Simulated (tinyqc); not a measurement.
# A barrier in a uniform field, exact transmission by Airy functions: exact and WKB transmission against energy

The left lead has its band edge at 0, the barrier edge falls as U(x) = U0 - F x with F = V/d for 0 < x < d, and the right lead has its edge at -V. No transverse momentum; C = hbar^2/(2 m0); psi and psi'/m are continuous. M carries (psi, psi'/m) across the barrier.

Energy scale e = (C F^2/m1)^(1/3), z(x) = (U(x) - E)/e, s = (dz/dx)/m1 = -F/(e m1); v = k/m in a lead. With a = Ai, a' = Ai', b = Bi, b' = Bi' at z1 (left edge) and z2 (right edge): M11 = pi (a2 b1' - b2 a1'), M12 = (pi/s)(b2 a1 - a2 b1), M21 = pi s (a2' b1' - b2' a1'), M22 = pi (b2' a1 - a2' b1). With M acting on (psi, psi'/m) and v = k/m in each lead, T(E) = 4 vL vR/[(vL vR M12 - M21)^2 + (vR M11 + vL M22)^2]. WKB: exp(-S), S = (4/(3 F)) sqrt(m1/C) [max(U0 - E, 0)^1.5 - max(U0 - F d - E, 0)^1.5].

Parameters, values chosen for the exercise; U0 - E and the mass are of the order of those of zirconium oxide on silicon; the mass of the right lead is set freely:
- mL = 0.51 m0 (mass in the left lead)
- U0 = 1.69 eV (barrier edge at x = 0)
- m1 = 0.25 m0 (mass in the barrier)
- d = 2.2 nm (barrier width)
- V = 1.2 V (voltage across the barrier)
- mR = 0.62 m0 (mass in the right lead)

Constants: q = 1.602176634e-19 C, hbar = 1.054571817e-34 J s, m0 = 9.1093837015e-31 kg, hbar^2/(2 m0) = 0.0380998212 eV nm^2. Results are converted to the units shown.

Exact and WKB transmission against energy:

| E (eV) | T(E), exact | exp(-S) | ratio |
|---|---|---|---|
| 0.085 | 1.881e-5 | 1.484e-5 | 1.268 |
| 0.282 | 1.138e-4 | 5.183e-5 | 2.196 |
| 0.479 | 5.406e-4 | 2.394e-4 | 2.258 |
| 0.676 | 0.002633 | 0.001672 | 1.574 |
| 0.873 | 0.01402 | 0.009813 | 1.429 |
| 1.07 | 0.07770 | 0.04703 | 1.652 |
| 1.267 | 0.3071 | 0.1786 | 1.720 |
| 1.465 | 0.5995 | 0.5126 | 1.170 |
| 1.662 | 0.7968 | 0.9711 | 0.8205 |
| 1.859 | 0.9010 | 1.000 | 0.9010 |

Read the table: what changes, and by how much?

The exact T(E) rises from 1.88e-5 to 0.901, and the ratio to WKB moves up and down between 0.820 and 2.26. Above U0 = 1.69 eV WKB gives 1, while the exact value is 0.901: reflection over the barrier.

Range of the model: Masses are held fixed, although real bands cease to be parabolic a few tenths of an eV from their edges.

tinyqc, about 0.02 s, one thread, Intel Xeon 2.30GHz (shared host): `OMP_NUM_THREADS=1 python tinyqc.py 2580110 2580111 out.jsonl`
